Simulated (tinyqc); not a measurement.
Inside a calculation: special k points of the hexagonal lattice. Values are carried at full precision from step to step, so a last printed digit may differ when a step is redone from the rounded ones.

Lattice vectors in units of a: a1 = (1, 0), a2 = (-1/2, sqrt(3)/2); reciprocal vectors b_i with a_i . b_j = 2 pi delta_ij. Mesh: k = sum_i f_i b_i with f_i = (2 j_i + shift)/(2 N), j_i = 0 .. N-1. The point group of the lattice has 12 operations; only those that map the mesh onto itself are used.

Parameters, chosen for this exercise: N = 5 (points along each reciprocal vector); shift = 0 (half steps); D = 1.89 eV (half gap term); t = 0.46 eV (coupling); e0 = 1.52 eV (offset).

## Irreducible points and weights

Join points that an operation carries into one another (modulo reciprocal vectors); list each class by its first point in the order of (j1, j2, ...).

Irreducible points:
```
f1          f2  weight
0.0000  0.0000       1
0.0000  0.2000       6
0.0000  0.4000       6
0.2000  0.2000       6
0.2000  0.4000       6
```

operations that keep the mesh = 12
irreducible points = 5

The weights add up to 25 = N^2; symmetry saves a factor 5.0.

## Which stars the mesh integrates

A_m(k) = sum over the m-th star of lattice vectors R of cos(k . R), stars in order of length: m = 1: |R|^2 = 1, 6 vectors, such as (1, 1) in the basis a_i; m = 2: |R|^2 = 3, 6 vectors, such as (2, 1) in the basis a_i; m = 3: |R|^2 = 4, 6 vectors, such as (2, 2) in the basis a_i; m = 4: |R|^2 = 7, 12 vectors, such as (3, 2) in the basis a_i; m = 5: |R|^2 = 9, 6 vectors, such as (3, 3) in the basis a_i; m = 6: |R|^2 = 12, 6 vectors, such as (4, 2) in the basis a_i. The zone mean of every A_m is zero.

Lattice vectors in units of a: a1 = (1, 0), a2 = (-1/2, sqrt(3)/2); f are fractions of the reciprocal vectors. Evaluate the first six A_m at each irreducible point (k . R = 2 pi sum f_i n_i) and form the weighted means.

A_m at the points, rows 1, 2, 3, 4, 5; columns m=1, m=2, m=3, m=4, m=5, m=6:
```
[[6.000, 6.000, 6.000, 12.000, 6.000, 6.000],
 [3.236, -0.382, -1.236, -5.236, -1.236, -2.618],
 [-1.236, -2.618, 3.236, -0.764, 3.236, -0.382],
 [-0.382, -1.236, -2.618, 6.472, -2.618, 3.236],
 [-2.618, 3.236, -0.382, -2.472, -0.382, -1.236]]
```

weighted means: m=1 0.000, m=2 0.000, m=3 0.000, m=4 0.000, m=5 0.000, m=6 0.000

All six means vanish: the mesh is exact for functions whose Fourier series ends within these stars.

## A zone average from the irreducible points

Test function, the lower band of a two-band insulator: E(k) = -sqrt(D^2 + (e0 - t A_1(k))^2).

Lattice vectors in units of a: a1 = (1, 0), a2 = (-1/2, sqrt(3)/2). Evaluate E at each point and take the weighted mean; the reference uses the unshifted mesh with N = 96.

E at the points (eV): [-2.2605, -1.8903, -2.8168, -2.5392, -3.3157]

weighted mean = -2.6253 eV
reference mean = -2.6257 eV

The error is +0.44 meV with 5 points.

## Checks

- Weighted mean over irreducible points against the plain mean over the whole mesh (eV): both -2.625287.
- Reference mean against a mesh of N = 102 (eV): both -2.6257.

(tinyqc, `OMP_NUM_THREADS=1 python tinyqc.py 1651121 1651122 out.jsonl`, Intel(R) Xeon(R) Processor @ 2.30GHz, 1 thread, shared host, about 0.08 s.)
